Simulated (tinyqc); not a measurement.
# Gate voltage from the surface potential

Problem. At the source end, Vgs + Vsb - Vfb - psi = gamma sqrt(G), G = psi - Vt + Vt exp((psi - 2 phiF - Vsb)/Vt), and the voltage over the insulator is gamma sqrt(G). Find that voltage and Vgs.

Values chosen for this exercise:
```
symbol  value  unit                   meaning
T         400     K               temperature
Vfb     -0.46     V         flat-band voltage
Vsb         0     V  source-body reverse bias
```

Constants: q = 1.602176634e-19 C, kB = 1.380649e-23 J/K, Vt = kB T/q. Results are converted to the units shown.

psi = 0.73404737 V
phiF = 0.34740787 V
gamma = 0.39619871 V^0.5

Answer. In this direction the relation is explicit: no iteration is needed.

voltage over the insulator = 0.3560 V
Vgs = 0.6300 V

Computed by the program tinyqc: `OMP_NUM_THREADS=1 python tinyqc.py 2360122 2360123 out.jsonl`, one thread of a shared Intel Xeon 2.30GHz, about 0.05 s for the whole run.
